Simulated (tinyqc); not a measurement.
# Worked calculation: abrupt p-n junction, non-linear Poisson equation by Newton steps

Numbers from tinyqc (`OMP_NUM_THREADS=1 python tinyqc.py 2000117 2000118 out.jsonl`; about 0.01 s on one thread of a shared Intel Xeon 2.30GHz). Printed values are rounded; ~0 in a residual or rate marks an entry under 1e-11 of the largest of its column.

One dimension, p side on the left, n side on the right; net doping C = -Na for x < 0 and +Nd for x > 0. The potential psi is counted from the intrinsic level, and the quasi-Fermi potentials are flat: 0 for holes and -V for electrons, so n = ni exp((psi + V)/Vt) and p = ni exp(-psi/Vt) (Boltzmann statistics, full ionisation, no current). Under reverse bias this makes the minority densities vanishingly small everywhere; they play no part in the charge.

Parameters, values chosen for the exercise; band and dielectric values those of a made-up semiconductor:
- T = 300 K (temperature)
- Eg = 2.63 eV (band gap)
- eps_r = 7.61 (relative permittivity)
- Nc = 1.89e18 cm^-3 (conduction-band density of states at T)
- Nv = 5.96e19 cm^-3 (valence-band density of states at T)
- Na = 9.2e17 cm^-3 (acceptor density of the p side)
- Nd = 9.1e17 cm^-3 (donor density of the n side)
- V = -6.4 V (bias of the p side against the n side)

Constants: q = 1.602176634e-19 C, kB = 1.380649e-23 J/K, Vt = kB T/q, eps0 = 8.8541878128e-14 F/cm where lengths are in cm. Results are converted to the units shown.

Range of the model: The donor density exceeds a fifth of the band density of states, where Boltzmann statistics begin to fail.

## Intrinsic density, end potentials and Debye lengths

ni = sqrt(Nc Nv) exp(-Eg/(2 Vt)), Eg in volts; psi_p = -Vt ln(Na/ni), psi_n = Vt ln(Nd/ni) - V; Debye length sqrt(eps0 eps_r Vt/(q N)).

ni = 8.606495e-4 cm^-3
psi_p = -1.251779 V
psi_n = 7.651496 V
Debye length, p side = 3.437674 nm
Debye length, n side = 3.456510 nm

## Net doping on the mesh

x, node 0 to 14 (nm): -119  -92.9  -69.9  -50.1  -33  -18.2  -5.5  5.5  17.6  30.9  45.6  61.8  79.6  99.1  121

C = -Na for x < 0 and +Nd for x > 0, taken at the nodes.

net doping C, node 0 to 14 (cm^-3): -9.2e17  -9.2e17  -9.2e17  -9.2e17  -9.2e17  -9.2e17  -9.2e17  9.1e17  9.1e17  9.1e17  9.1e17  9.1e17  9.1e17  9.1e17  9.1e17

## Couplings between neighbouring nodes

a_i = eps0 eps_r/h_i for the interval from node i to i + 1, with h_i = x_(i+1) - x_i in cm.

coupling a_i, interval 0 to 13 (F/cm^2): 2.581623e-7  2.929581e-7  3.403049e-7  3.940372e-7  4.552728e-7  5.305541e-7  6.125488e-7  5.568626e-7  5.066193e-7  4.583699e-7  4.159282e-7  3.785414e-7  3.455404e-7  3.076729e-7

## Starting potential

The parabolas of an abrupt Na-Nd junction in the depletion approximation: psi_p + q Na (x + xp)^2/(2 eps0 eps_r) for -xp < x < 0, psi_n - q Nd (xn - x)^2/(2 eps0 eps_r) for 0 < x < xn, flat outside, with W = sqrt(2 eps0 eps_r (psi_n - psi_p)(1/Na + 1/Nd)/q), xp = W Nd/(Na + Nd), xn = W Na/(Na + Nd), psi_p = -Vt ln(Na/ni), psi_n = Vt ln(Nd/ni) - V.

psi at the start, node 0 to 14 (V): -1.251779  -1.251779  -1.251779  -1.051805  -0.226168  1.004819  2.443147  3.908279  5.289918  6.443090  7.272338  7.644623  7.651496  7.651496  7.651496

## Iteration 1: densities, residual and Jacobian diagonal

n_i = ni exp((psi_i + V)/Vt), p_i = ni exp(-psi_i/Vt), rho_i = p_i - n_i + C_i, g_i = (n_i + p_i)/Vt. Box widths w_i = (h_(i-1) + h_i)/2 in cm. Residual F_i = a_i (psi_(i+1) - psi_i) - a_(i-1) (psi_i - psi_(i-1)) + q rho_i w_i; Jacobian: a_(i-1) and a_i beside the diagonal, b_i = -a_(i-1) - a_i - q g_i w_i on it. The two end nodes are fixed.

```
node	n (cm^-3)	p (cm^-3)
0	2.458085e-132	9.2e17
1	2.458085e-132	9.2e17
2	2.458085e-132	9.2e17
3	5.623483e-129	4.021419e14
4	4.169619e-115	5.423609
5	1.994241e-94	1.133984e-20
6	2.901443e-70	7.794183e-45
7	1.190562e-45	1.899471e-69
8	1.933146e-22	1.169823e-92
9	0.004557315	4.962216e-112
10	3.885587e11	5.820068e-126
11	6.975584e17	3.241934e-132
12	9.1e17	2.485097e-132
13	9.1e17	2.485097e-132
14	9.1e17	2.485097e-132
```

```
node	residual F (C/cm^2)	diagonal b (F/cm^2)
1	~0	-1.454878e-5
2	6.805199e-8	-1.283489e-5
3	-1.455486e-8	-7.389404e-7
4	~0	-8.493100e-7
5	~0	-9.858269e-7
6	-4.031477e-8	-1.143103e-6
7	4.031477e-8	-1.169411e-6
8	~0	-1.063482e-6
9	~0	-9.649892e-7
10	-9.618237e-14	-8.743018e-7
11	-9.437968e-8	-8.143766e-6
12	-2.601704e-9	-1.124216e-5
13	~0	-1.232744e-5
```

## Iteration 1: Newton step

Solve the tridiagonal system a_(i-1) d_(i-1) + b_i d_i + a_i d_(i+1) = -F_i for nodes 1 to 13, with d = 0 on fixed nodes. Each component d is damped to sign(d) Vt ln(1 + |d|/Vt) before it is added.

Newton step d, before damping, node 1 to 13 (V): 0.00008330  0.00413698  -0.04401553  -0.04917767  -0.05364548  -0.05747935  0.00501477  0.00136203  -0.00265297  -0.00709059  -0.01198087  -0.00063539  -0.00001781
psi after iteration 1, node 0 to 14 (V): -1.251779  -1.251696  -1.247941  -1.077508  -0.253714  0.975779  2.412888  3.912862  5.291245  6.440565  7.266072  7.634779  7.650869  7.651479  7.651496

## Course of the Newton iteration

Stop when the largest undamped |d| is below 1e-9 V, or after 80 iterations.

Course of the iteration:
```
iteration	largest |F| (C/cm^2)	largest |d| (V)	at node
1	9.44e-8	0.0575	6
2	2.92e-8	0.0282	6
3	6.41e-9	9.28e-3	6
4	1.04e-9	1.35e-3	6
5	2.99e-11	3.40e-5	6
6	2.26e-14	2.24e-8	6
7	1.09e-20	9.92e-15	6
```

Converged in 7 iterations. Once the step is below 0.1 Vt, 3 more iteration(s) reach the threshold: near the solution the error is roughly squared each time.

## Converged densities, field and charge

converged psi, node 0 to 14 (V): -1.251779  -1.251688  -1.247275  -1.095274  -0.275450  0.950507  2.384518  3.911726  5.289252  6.437903  7.262154  7.628933  7.650725  7.651475  7.651496

n and p as above; field E_i = -(psi_(i+1) - psi_i)/h_i on each interval; charge on either side of the peak Q = eps0 eps_r |E|max (Gauss).

```
node	n (cm^-3)	p (cm^-3)
0	2.458085e-132	9.2e17
1	2.466738e-132	9.167728e17
2	2.925894e-132	7.729050e17
3	1.046555e-129	2.160840e15
4	6.197368e-116	36.49030
5	2.439925e-95	9.268473e-20
6	3.003948e-71	7.528220e-44
7	1.360370e-45	1.662370e-69
8	1.883975e-22	1.200354e-92
9	0.003728833	6.064735e-112
10	2.620471e11	8.629891e-126
11	3.801889e17	5.948196e-132
12	8.832596e17	2.560332e-132
13	9.092392e17	2.487176e-132
14	9.1e17	2.485097e-132
```

field E, interval 0 to 13 (kV/cm): -0.035  -1.919  -76.768  -479.430  -828.349  -1129.142  -1388.371  -1138.451  -863.648  -560.715  -226.407  -12.243  -0.384  -0.010
peak |E| = 1388.371 kV/cm
charge Q = 935.4894 nC/cm^2

## Check against the exact first integral and the depletion approximation

ni = sqrt(Nc Nv) exp(-Eg/(2 Vt)), Eg in volts. Exact first integral for an abrupt junction with thick neutral sides: psi_p = -Vt ln(Na/ni), psi_n = Vt ln(Nd/ni) - V, psi_j = (Nd psi_n + Na psi_p - Vt (Nd - Na))/(Na + Nd) at the junction, n_j = ni exp((psi_j + V)/Vt), p_j = ni exp(-psi_j/Vt), and E_j^2 = (2 q/(eps0 eps_r)) [Nd (psi_n - psi_j - Vt) + Vt (n_j + p_j)] (minority densities of the neutral sides neglected). Depletion approximation: Vbi = Vt ln(Na Nd/ni^2), W = sqrt(2 eps0 eps_r (Vbi - V)(1/Na + 1/Nd)/q), xp = W Nd/(Na + Nd), xn = W Na/(Na + Nd), peak field 2 (Vbi - V)/W, capacitance eps0 eps_r/W.

psi_j = 3.175674 V
exact field at the junction = 1387.723 kV/cm
Vbi = 2.503275 V
W = 127.9418 nm
peak field in the depletion approximation = 1391.770 kV/cm

The depletion approximation gives a peak field 0.29 % above the exact one, since it leaves out the Debye tails of the majority carriers at the edges of the depleted layer. The 15-node mesh above gave 1388 kV/cm on the interval that holds the junction, 0.047 % above the exact value.
